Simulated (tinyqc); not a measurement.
Band edges of strained Si(1-x)Ge(x) on relaxed Si(1-y)Ge(y), step by step. Values are carried at full precision from step to step, so a last printed digit may differ when a step is redone from the rounded ones.

Values are linear in the Ge fraction but for ED(x) = linear - CD x (1 - x) and a(x) = linear - Ca x (1 - x). Energies are on the common scale of Ev.

Inputs chosen for the exercise (end members near Si and Ge, in this order; the results hold for these values, not for the real material): a = (5.424, 5.65) angstrom (lattice constant); Dso = (0.043, 0.294) eV (spin-orbit splitting); av = (2.43, 1.24) eV (valence hydrostatic potential); b = (-2.13, -2.58) eV (tetragonal shear potential); d = (-4.87, -5.35) eV (trigonal shear potential); C11 = (167.5, 127.6) GPa; C12 = (63.6, 48.5) GPa; C44 = (79.5, 65.9) GPa; Ev = (0, 0.68) eV (top of the unstrained valence band); ED = (1.167, 0.945) eV (gap to the Delta valleys); EL = (1.978, 0.744) eV (gap to the L valleys); aD = (1.64, 1.33) eV (hydrostatic potential of the Delta gap); aL = (-3.16, -2.73) eV (hydrostatic potential of the L gap); XuD = (9.12, 9.34) eV (uniaxial potential, Delta); XuL = (16.25, 15.72) eV (uniaxial potential, L); CD = 0.178 eV (bowing of the Delta gap); Ca = 0.028 angstrom (bowing of the lattice constant); x = 0.51 (Ge fraction of the layer); y = 0 (Ge fraction of the relaxed buffer); face = 001 (growth face).

## Values of the layer and the buffer

Interpolate at x and at y.

Interpolated values (a in angstrom, C11, C12, C44 in GPa, all else in eV):
```
symbol     layer    buffer
a         5.5323    5.4240
Dso       0.1710    0.0430
av        1.8231    2.4300
b        -2.3595   -2.1300
d        -5.1148   -4.8700
C11     147.1510  167.5000
C12      55.8990   63.6000
C44      72.5640   79.5000
Ev        0.3468    0.0000
ED        1.0093    1.1670
EL        1.3487    1.9780
aD        1.4819    1.6400
aL       -2.9407   -3.1600
XuD       9.2322    9.1200
XuL      15.9797   16.2500
```

## Strain of the layer on a (001) buffer

Coherent growth on a (001) face: e_par = (a(y) - a(x))/a(x), e_perp = -2 (C12/C11) e_par; exx = eyy = e_par, ezz = e_perp, no shear.

Use the elastic constants of the layer.

e_par = -0.019569
e_perp = 0.014868

strain tensor in the cubic axes:
```
           x          y         z
x  -0.019569   0.000000  0.000000
y   0.000000  -0.019569  0.000000
z   0.000000   0.000000  0.014868
```

The layer is under compression in the plane; its volume changes by -2.427 %.

## Conduction valleys of the layer

A valley with unit axis u lies at Ev + gap + (av + a_valley) tr(e) + Xu (u.e.u - tr(e)/3); the Delta axes are x, y, z and the L axes [111], [1-1-1], [-11-1], [-1-11]. The second-order shift of the Delta valleys under shear is left out; it lowers the pair normal to the sheared plane by tens of meV at a shear of 1 %.

Give the hydrostatic shifts, the uniaxial shifts and the edges.

hydrostatic shifts of Delta and L (eV): -0.0802  0.0271

uniaxial shifts (eV): Delta x -0.1060, Delta y -0.1060, Delta z 0.2120, L [111] 0.0000, L [1-1-1] 0.0000, L [-11-1] 0.0000, L [-1-11] 0.0000

valley edges (eV): Delta x 1.1699, Delta y 1.1699, Delta z 1.4878, L [111] 1.7226, L [1-1-1] 1.7226, L [-11-1] 1.7226, L [-1-11] 1.7226

The lowest set is Delta4 (the digit counts whole valleys) at 1.1699 eV; the Delta valleys spread over 318 meV and the L valleys over 0 meV.

## Valence edges of the layer

Valence edges: Ev plus the levels of the 6 x 6 matrix of X, Y, Z times spin with -Dso/3 + l exx + m (eyy + ezz) on the diagonal (cyclic), n exy off it, l = av + 2 b, m = av - b, n = sqrt(3) d. Spin-orbit term (Dso/3) L.sigma on X, Y, Z with (L_k)_ij = -i epsilon_kij: <X+|H|Y+> = -i Dso/3, <X+|H|Z-> = Dso/3, <Y+|H|Z-> = -i Dso/3, <Z+|H|X-> = -Dso/3, <Z+|H|Y-> = i Dso/3, <X-|H|Y-> = i Dso/3, and their conjugates; + and - are the spin along z.

Give the strain block and the three twofold edges.

strain block (eV), lower triangle:
```
        X       Y        Z
X  0.0370
Y       0  0.0370
Z       0       0  -0.2068
```

edges from the top (eV): 0.3838  0.2998  0.0531

The top two edges are split by 84 meV.

## Gap and offsets against the buffer

Buffer: Ev(y) and Ec = Ev(y) + min(ED, EL). dEc = Ec(buffer) - Ec(layer), dEv = Ev(layer) - Ev(buffer); positive values confine the carrier in the layer; type I if both have one sign.

gap of the strained layer = 0.7861 eV
gap of the buffer = 1.1670 eV
dEc = -0.0029 eV
dEv = 0.3838 eV

Type II: electrons collect in the buffer (3 meV) and holes in the layer (384 meV). The relaxed layer would have a gap of 1.009 eV, so strain has moved it by -223 meV. An offset this small is within the spread of published parameter sets, so the type is not settled by this model.

## Checks

- Mean of the three Delta edges against the hydrostatic shift alone (eV): both 1.27588.

Program tinyqc; command `OMP_NUM_THREADS=1 python tinyqc.py 1081329 1081330 out.jsonl`; about 0.02 s on one thread of a shared Intel(R) Xeon(R) Processor @ 2.30GHz.
